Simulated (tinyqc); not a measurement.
Hueckel theory of the pi electrons, for the molecule C=CC=C1C=CC=C(F)C=C1 (SMILES; centres numbered as the heavy atoms are written), step by step. One step of it, computed by the program tinyqc.

Task: Energy, charges, bond orders. E = sum n x; q_r = z_r - P_rr; bond order p = P_rs; free valence = sqrt(3) - sum of p over the bonds of the atom.

x values: 3.115612  2.109212  1.563238  1.234559  1.107981  0.135988  -0.469039  -0.629076  -1.370049  -1.831017  -2.057409

occupations: 2.000000  2.000000  2.000000  2.000000  2.000000  2.000000  0.000000  0.000000  0.000000  0.000000  0.000000

charge and bond-order matrix P:
```
            1C         2C         3C         4C         5C         6C         7C         8C
1C    1.220675   0.824141  -0.228285  -0.280109   0.134447   0.181429  -0.159819  -0.134453
2C    0.824141   0.992389   0.544032   0.017094  -0.098680  -0.025372   0.046976   0.043980
3C   -0.228285   0.544032   1.237769   0.629162  -0.142725  -0.233133   0.178427   0.150198
4C   -0.280109   0.017094   0.629162   0.960591   0.494709   0.061074  -0.129910  -0.122558
5C    0.134447  -0.098680  -0.142725   0.494709   0.946556   0.734414   0.054471  -0.299096
6C    0.181429  -0.025372  -0.233133   0.061074   0.734414   0.939952   0.565228   0.083955
7C   -0.159819   0.046976   0.178427  -0.129910   0.054471   0.565228   0.969436   0.701556
8C   -0.134453   0.043980   0.150198  -0.122558  -0.299096   0.083955   0.701556   0.893985
9F    0.028558  -0.011015  -0.029824   0.029366   0.069694  -0.035925  -0.115467   0.191004
10C   0.183809  -0.023520  -0.236128   0.056360  -0.141859  -0.137621   0.089331   0.544795
11C   0.110932  -0.096299  -0.117359   0.489333   0.217835  -0.136483  -0.294381   0.095904

            9F        10C        11C
1C    0.028558   0.183809   0.110932
2C   -0.011015  -0.023520  -0.096299
3C   -0.029824  -0.236128  -0.117359
4C    0.029366   0.056360   0.489333
5C    0.069694  -0.141859   0.217835
6C   -0.035925  -0.137621  -0.136483
7C   -0.115467   0.089331  -0.294381
8C    0.191004   0.544795   0.095904
9F    1.966155  -0.079229  -0.040205
10C  -0.079229   0.956018   0.744762
11C  -0.040205   0.744762   0.916474
```

Centres:

| centre | z_r, pi electrons of the neutral centre | h |
|---|---|---|
| 1C | 1 | 0.000000 |
| 2C | 1 | 0.000000 |
| 3C | 1 | 0.000000 |
| 4C | 1 | 0.000000 |
| 5C | 1 | 0.000000 |
| 6C | 1 | 0.000000 |
| 7C | 1 | 0.000000 |
| 8C | 1 | 0.000000 |
| 9F | 2 | 2.910000 |
| 10C | 1 | 0.000000 |
| 11C | 1 | 0.000000 |

Bonds:

| i | j | k |
|---|---|---|
| 1 | 2 | 1 |
| 2 | 3 | 1 |
| 3 | 4 | 1 |
| 4 | 5 | 1 |
| 5 | 6 | 1 |
| 6 | 7 | 1 |
| 7 | 8 | 1 |
| 8 | 9 | 0.700000 |
| 8 | 10 | 1 |
| 10 | 11 | 1 |
| 11 | 4 | 1 |

Give: pi energy = 12 alpha + this times beta; pi charges; Bond orders and lengths from R = 1.517 - 0.180 p; free valence of the carbons; gap between the highest filled and the next level.

Result:

pi energy = 12 alpha + this times beta = 18.5332

pi charges: 1C -0.2207, 2C 0.0076, 3C -0.2378, 4C 0.0394, 5C 0.0534, 6C 0.0600, 7C 0.0306, 8C 0.1060, 9F 0.0338, 10C 0.0440, 11C 0.0835

Bond orders and lengths from R = 1.517 - 0.180 p (angstrom, C-C alone):

| bond | p | R |
|---|---|---|
| 1-2 | 0.8241 | 1.3687 |
| 2-3 | 0.5440 | 1.4191 |
| 3-4 | 0.6292 | 1.4038 |
| 4-5 | 0.4947 | 1.4280 |
| 5-6 | 0.7344 | 1.3848 |
| 6-7 | 0.5652 | 1.4153 |
| 7-8 | 0.7016 | 1.3907 |
| 8-9 | 0.1910 | - |
| 8-10 | 0.5448 | 1.4189 |
| 10-11 | 0.7448 | 1.3829 |
| 11-4 | 0.4893 | 1.4289 |

free valence of the carbons: 1C 0.9079, 2C 0.3639, 3C 0.5589, 4C 0.1188, 5C 0.5029, 6C 0.4324, 7C 0.4653, 8C 0.2947, 10C 0.4425, 11C 0.4980

gap between the highest filled and the next level = 0.6050 |beta|
